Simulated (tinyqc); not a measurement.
Worked calculation: Hubbard chain of 4 sites. Computed by tinyqc, a small Python program that keeps every step. Settings: hopping = 1.69, U = 9.5, mixing = 1, iteration cap = 78. Command: `OMP_NUM_THREADS=1 python tinyqc.py 28924 28925 out.jsonl` (the two numbers bound the seeds that draw the settings). One thread of a shared host (Intel(R) Xeon(R) Processor @ 2.60GHz), about 0.1 s of CPU time with the checks. Later iterations appear only in the table of the cycle.

## Mean-field iteration 1

one-body matrix (hopping and site energies) (eV):
```
          1         2         3         4
1   0.00000  -1.69000   0.00000   0.00000
2  -1.69000   0.00000  -1.69000   0.00000
3   0.00000  -1.69000   0.00000  -1.69000
4   0.00000   0.00000  -1.69000   0.00000
```

U = 9.50000 eV

electrons, up and down: 2  2

mixing = 1

n(up) at the start (a guess, not normalised): 1 0.50000, 2 0.50000, 3 0.50000, 4 0.50000

n(down) at the start (a guess): 1 0.50000, 2 0.50000, 3 0.50000, 4 0.50000

H(up) = T + U n(down), H(down) = T + U n(up); fill the lowest levels; n(new) = n + mixing (n(out) - n); E = tr T (rho up + rho down) + U sum n_up n_down of the output.

levels, up (eV): 2.01552  3.70552  5.79448  7.48448

levels, down (eV): 2.01552  3.70552  5.79448  7.48448

energy = 1.94209 eV

n(up) after iteration 1: 1 0.50000, 2 0.50000, 3 0.50000, 4 0.50000

n(down) after iteration 1: 1 0.50000, 2 0.50000, 3 0.50000, 4 0.50000

## Convergence

Each step fills the lowest levels of T + U n(other spin) and sets n(new) = n + mixing (n(out) - n); stop when output and input agree to 1e-8.

Course of the cycle:
```
iteration     E (eV)  largest |n(out) - n(in)|  mean |n_up - n_down|
1          1.9420902                  4.44e-16               0.00000
```

local moments n_up - n_down: 1 0.00000, 2 0.00000, 3 0.00000, 4 0.00000

Converged in 1 iterations. But random starts reach -1.76469 eV, so this is another stationary point, not the lowest one. Reruns (cap 100 unless said): mixing 0.2: converged in 1 to a higher stationary point (E = 1.94209); mixing 0.5: converged in 1 to a higher stationary point (E = 1.94209); mixing 0.9: converged in 1 to a higher stationary point (E = 1.94209). Before convergence this energy mixes input and output and is not variational, so it may rise towards its limit.

## Exact diagonalisation (36 states)

Lowest levels of the sector, and the double occupancy of the lowest state.

lowest levels (eV): -2.55275  -1.84428  -1.10530  -0.73792  -0.34092  0.00000

double occupancy per site = 0.05442

The mean-field solution above lies 4.4948 eV above the exact energy.

## The lowest level by Lanczos steps

From a random start vector (not printed): a_j = <q_j|H|q_j>, b_j = norm of the remainder after orthogonalising; the Ritz value is the lowest eigenvalue of the tridiagonal matrix of a and b so far.

Lanczos:
```
j   a_j (eV)  b_j (eV)  lowest Ritz value (eV)
1    5.37456   5.36382               5.3745622
2    6.99955   7.77976               0.7620525
3   11.77792   4.96507              -1.6258124
4    8.69477   5.29875              -2.0853639
5    6.26528   7.16447              -2.3045771
6   14.03192   4.82247              -2.5060290
7   12.62508   3.30425              -2.5444983
8    8.69895   6.84080              -2.5476221
9    8.59186   6.94249              -2.5497345
10  11.18944   2.57125              -2.5520884
```
